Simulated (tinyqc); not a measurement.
Charge control and current of a heterostructure field-effect transistor: one step, computed by the program tinyqc. Command: `OMP_NUM_THREADS=1 python tinyqc.py 3006935 3006936 out.jsonl hemt walk`. One thread of a shared host (Intel(R) Xeon(R) Processor @ 2.30GHz), about 0.01 s of CPU time with the checks.

Two subbands in a triangular well; E_F is counted from the conduction band edge of the channel at the interface.

Problem. First iteration. Charge control: n_s = C_b (V_G - V_T - E_F/e)/e. Well: mean field F = e n_s/(2 eps eps_0), E_i = (hbar^2/2m)^(1/3) [(3 pi e F/2)(i + 3/4)]^(2/3), i = 0, 1; n_s = D k_B T sum_i ln(1 + exp((E_F - E_i)/k_B T)), D = m/(pi hbar^2), which is solved in closed form for E_F. Iteration from n_s = C_b (V_G - V_T)/(2e): E_F from n_s, n_out from the charge control, n_new = n_s + mixing (n_out - n_s), kept above n_s/10; stop when |n_out/n_s - 1| < 1e-9.

Inputs (values chosen for the exercise, modelled on AlGaAs/GaAs):
```
quantity                                value  unit
channel mass m                          0.065   m_0
permittivity eps (barrier and channel)   12.8     -
conduction band offset dE_c              0.19    eV
gate voltage V_G                         0.17     V
temperature T                             400     K
spacer between delta layer and channel    4.7    nm
```

Charge source: delta doping. Velocity law: two-piece.

barrier capacitance C_b = 0.3908055 microfarad/cm^2

threshold voltage V_T = -1.205033 V

Constants: e = 1.602176634e-19 C; k_B = 8.617333262e-05 eV/K; eps_0 = 8.8541878128e-12 F/m; hbar = 1.054571817e-34 J s; m_0 = 9.1093837015e-31 kg; k_B = 1.380649e-23 J/K.

Give: starting n_s; E_0; E_1; E_F; n_out.

Solution.

starting n_s = 1.6770e+12 1/cm^2

E_0 = 100.95 meV

E_1 = 177.59 meV

E_F = 143.03 meV

n_out = 3.0051e+12 1/cm^2

Caution: a density of n_out would put E_F above the conduction band minimum of the barrier, where parallel conduction sets in.
